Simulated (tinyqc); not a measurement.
Sheet resistance and Hall data of a diffused or implanted layer: one step, computed by the program tinyqc.

Carriers are taken equal to the net active doping down to the junction (full ionisation, which deep dopants in wide-gap hosts do not reach; no spill-over, no depletion), and the Hall factor is 1.

Problem. Dose and junction depth. N(x) = N_0 erfc(x/l), dose N_0 l/sqrt(pi), junction x_j = l erfc^-1(N_B/N_0).

Inputs (values chosen for the exercise, modelled on donors in germanium): peak concentration N_0 = 1.4e+19 1/cm^3; length scale l = 13 nm; background doping N_B (opposite type) = 1.5e+14 1/cm^3.

Profile: complementary error function. Activation: complete.

Give: dose; junction depth x_j.

Solution.

dose = 1.027e+13 1/cm^2

junction depth x_j = 40.47 nm
